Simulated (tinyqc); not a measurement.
Transfer curve: field-effect mobility of a thin-film transistor with band-tail and deep states (multiple trapping). Computed by tinyqc, a small Python program. Command: `OMP_NUM_THREADS=1 python tinyqc.py 3022735 3022736 out.jsonl tft walk`. One thread of a shared host (Intel(R) Xeon(R) Processor @ 2.30GHz), about 0.04 s of CPU time with the checks.

A thick film in accumulation at small drain voltage. Only free electrons move; trapped ones still screen the gate. N_c and mu_0 are held fixed when T changes, leaving out the T^(3/2) growth of N_c. x = E_0 - psi is the distance of the Fermi level below the band edge.

Inputs (values chosen for the exercise, modelled on amorphous In2O3): permittivity eps = 9; effective density of states N_c = 4.1e+18 1/cm^3; band mobility mu_0 = 65 cm^2/(V s); tail density at the edge g_t = 4.1e+19 1/(eV cm^3); tail width E_t = 25 meV; deep-state density g_d = 1.4e+16 1/(eV cm^3); flat-band Fermi level below the edge, E_0 = 0.66 eV; equivalent oxide thickness t = 91 nm; temperature T = 200 K.

Deep states: included.

Constants: k_B = 8.617333262e-05 eV/K; e = 1.602176634e-19 C; eps_0 = 8.8541878128e-12 F/m.

Method:
- F_j(eta) = int_0^infinity x^j/(1 + exp(x - eta)) dx, without a gamma-function factor.
- Integrals over x = E/(k_B T) use 160 Gauss-Legendre points in u = sqrt(x) from 0 to sqrt(max(eta, 0) + 32).
- Free n(x) = N_c (2/sqrt(pi)) F_1/2(-x/k_B T), with F_1/2 from its two-term series in exp(-x/k_B T) for x >= 12 k_B T; tail n_t(x) = int_0^1.2eV g_t exp(-E/E_t)/(1 + exp((x - E)/k_B T)) dE, E counted down from the edge, 120 Gauss-Legendre points; deep charge g_d psi; space charge rho(psi) = n + n_t + g_d psi less its value at psi = 0.
- Poisson: F(psi) = sqrt((2 e/(eps eps_0)) int_0^psi rho dpsi'); V_G - V_FB = psi_s + eps F(psi_s) t/3.9; free sheet density N_f = int (n - n(E_0))/F dpsi; induced sheet density N_i = eps eps_0 F(psi_s)/e; trapezoid rule on 301 even points in psi, the first interval left out of N_f.
- mu_eff = mu_0 N_f/N_i; field-effect mobility mu_FE = mu_0 e (dN_f/dV_G)/C_ox and swing S = dV_G/dlog10(N_f), by a central difference of +/- 2 mV in psi_s; C_ox = 3.9 eps_0/t.

Against the band bending:
```
psi_s (V)  V_G - V_FB (V)  N_f (1/cm^2)  mu_eff (cm^2/(V s))  mu_FE (cm^2/(V s))  S (mV/decade)
0.23                0.486    9.2191e+01           9.8734e-08          6.3831e-07             91
0.33                0.698    2.0665e+04           1.5424e-05          1.4723e-04             89
0.41                0.867    1.7037e+06           1.0223e-03          1.2158e-02             89
0.48                1.023    8.3199e+07           4.2037e-02          5.2216e-01            101
0.53                1.176    1.3047e+09           5.5433e-01          4.6438e+00            178
0.58                1.558    1.7418e+10           4.8891e+00          1.7562e+01            628
0.63                2.869    1.5967e+11           1.9571e+01          3.8820e+01           2601
0.67                5.712    6.6176e+11           3.6024e+01          5.4655e+01           7652
0.73               14.486    2.5781e+12           5.1433e+01          6.2284e+01          26153
```

The steepest swing among the rows is 89 mV/decade, close to the estimate for deep states alone, ln(10)(k_B T/e)(1 + sqrt(e eps eps_0 g_d)/C_ox) = 84. mu_eff climbs from 9.9e-8 to 51, 79 % of mu_0 in the last row. Between rows 6 and 7 N_f scales as (V_G - V_FB - psi_s)^2.67; an exponential tail holding all the charge would give the larger of 1 and 2 E_t/k_B T - 1, here 1.90, and free charge alone 1; charge in deep states makes the exponent larger and lets it vary with V_G.
